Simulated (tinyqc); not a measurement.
# Worked calculation: minority carriers and saturation current of a heavily doped emitter

Computed by the program tinyqc: `OMP_NUM_THREADS=1 python tinyqc.py 2330159 2330160 out.jsonl`, one thread of a shared Intel Xeon 2.30GHz, about 0.01 s for the whole run. Printed values are rounded.

n-type, parabolic bands, full ionisation. eta = (EF - Ec)/kB T solves N = Nc F12(eta), F12(x) = (2/sqrt(pi)) int_0^infinity sqrt(u)/(1 + exp(u - x)) du. The gap shrinks rigidly by dEg = a3 y^(1/3) + a4 y^(1/4) + a2 y^(1/2), y = N/1e18 cm^-3, an empirical law that is here taken as the true narrowing.

Inputs (values chosen for the exercise); band and dielectric values close to those of germanium: temperature T = 250 K; band gap Eg = 0.66 eV; conduction-band density of states at 250 K Nc = 7.91e18 cm^-3; valence-band density of states at 250 K Nv = 4.51e18 cm^-3; ionised donor density N = 1.8e18 cm^-3; coefficient of (N/1e18)^(1/3) a3 = 13.6 meV; coefficient of (N/1e18)^(1/4) a4 = 2.6 meV; coefficient of (N/1e18)^(1/2) a2 = 2.8 meV; minority-hole mobility mup = 190 cm^2/(V s); Auger coefficient Cn = 2.4e-31 cm^6/s; defect lifetime ts = 9.2 us; emitter width W = 680 nm; recombination velocity at the contact S = 4400 cm/s.

Constants: q = 1.602176634e-19 C, kB = 1.380649e-23 J/K, Vt = kB T/q. Results are converted to the units shown.

Range of the model: Band tails, non-parabolic bands and incomplete ionisation are left out.

## Iteration 1: Fermi level

eta at the start (Boltzmann value) = -1.4803

Newton step on ln F12(eta) = ln(N/Nc): eta(new) = eta - ln(Nc F12/N) F12/Fm, Fm(x) = dF12/dx = (1/sqrt(pi)) int_0^infinity u^(-1/2)/(1 + exp(u - x)) du.

F12 = 0.2112391
Fm = 0.1966392
eta after iteration 1 = -1.400351

## Course of the iteration

Stop when eta changes by less than 1e-9.

Course of the iteration:
```
iteration,eta,change
1,-1.400351,0.0799
2,-1.400141,2.10e-4
3,-1.400141,1.50e-9
4,-1.400141,< 1e-14
```

Converged in 4 iterations.

## Effective intrinsic density

converged eta = -1.400141

ni = sqrt(Nc Nv) exp(-Eg/(2 Vt)), Eg in volts; degeneracy factor g = F12(eta) exp(-eta); nie^2 = ni^2 exp(dEg/kB T) g, p0 = nie^2/N; apparent narrowing dEg + kB T ln g.

ni = 1.329442e12 cm^-3
dEg = 23.31174 meV
g = 0.9229317
apparent narrowing = 21.58397 meV
nie = 2.193947e12 cm^-3
p0 = 2.674113e6 cm^-3

Narrowing multiplies p0 by 2.95 and degeneracy by 0.923.

## Saturation current

1/tau = Cn N^2 + 1/ts, D = mup Vt, L = sqrt(D tau); J0 = (q p0 D/L)(s + tanh(W/L))/(1 + s tanh(W/L)), s = S L/D; the share recombining inside is 1 - 1/[cosh(W/L)(1 + tanh(W/L)/s)].

tau = 1128.292 ns
L = 21490.37 nm
s = 2.310096
J0 = 1.780821e6 fA/cm^2
share recombining inside = 1.400141 %

The emitter is transparent: most holes reach the contact.
